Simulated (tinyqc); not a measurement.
## Threshold-voltage variability of a planar MOSFET, analytic estimates: effect of the metal grain size

Three independent sources add in quadrature: random dopants in the depleted layer, metal-gate grains of two orientations, and roughness of the two gate edges acting through the roll-off VT = VT(long) - Vr exp(-L/l). These are first-order estimates: no three-dimensional electrostatics, no percolation.

ni = sqrt(Nc Nv) exp(-Eg/(2 Vt)), Eg in volts; Cox = 3.9 eps0/ti; Wd = sqrt(4 eps0 eps_r Vt ln(Na/ni)/(q Na)); dopants: s1 = (q/Cox) sqrt(Na Wd/(3 L W)). Grains: Ng = L W/G^2 (at least 1), s2 = dW sqrt(p (1 - p)/Ng). Edges, with exponential correlation and u = W/La: the mean gate length has sL^2 = 2 De^2 (2/u)[1 - (1 - exp(-u))/u]; s3 = sL (Vr/l) exp(-L/l). s = sqrt(s1^2 + s2^2 + s3^2). l and Vr are held fixed.

Parameters, values chosen for the exercise; material values close to those of silicon:
- T = 325 K (temperature)
- Eg = 1.11 eV (band gap)
- eps_r = 11.8 (relative permittivity of the semiconductor)
- Nc = 3.11e19 cm^-3 (conduction-band density of states at T)
- Nv = 2.95e19 cm^-3 (valence-band density of states at T)
- Na = 2e18 cm^-3 (channel doping)
- ti = 2.2 nm (oxide-equivalent thickness in inversion)
- L = 32 nm (gate length)
- W = 33 nm (gate width)
- dW = 0.15 eV (work-function difference of the two grain orientations)
- p = 0.5 (share of the orientation of higher work function)
- De = 1.3 nm (rms roughness of one gate edge)
- La = 10 nm (correlation length of the roughness)
- l = 8.6 nm (decay length of the threshold roll-off)
- Vr = 2.1 V (prefactor of the roll-off)

Constants: q = 1.602176634e-19 C, kB = 1.380649e-23 J/K, Vt = kB T/q, eps0 = 8.8541878128e-14 F/cm where lengths are in cm. Results are converted to the units shown.

The same in every row: s1 (mV) = 40.545; s3 (mV) = 7.1206.

Results:

| G (nm) | s2 (mV) | s (mV) | s sqrt(L W) (mV um) |
|---|---|---|---|
| 2 | 4.6159 | 41.424 | 1.3461 |
| 3 | 6.9239 | 41.744 | 1.3565 |
| 5 | 11.540 | 42.752 | 1.3893 |
| 10 | 23.080 | 47.194 | 1.5336 |
| 14 | 32.312 | 52.332 | 1.7006 |
| 20 | 46.159 | 61.849 | 2.0099 |

Estimate the missing row, G = 7 nm.

Computed row:

| G (nm) | s2 (mV) | s (mV) | s sqrt(L W) (mV um) |
|---|---|---|---|
| 7 | 16.156 | 44.222 | 1.4371 |

With this row back in the table: As G goes from 2 to 20 nm, s rises from 41.4 to 61.8 mV. The largest source is the dopants in the first row and the grains in the last. At G = 20 nm the gate holds under four grains, so the work function takes a few discrete values.

Numbers from tinyqc (`OMP_NUM_THREADS=1 python tinyqc.py 2090153 2090154 out.jsonl`; about 0.01 s on one thread of a shared Intel Xeon 2.30GHz).
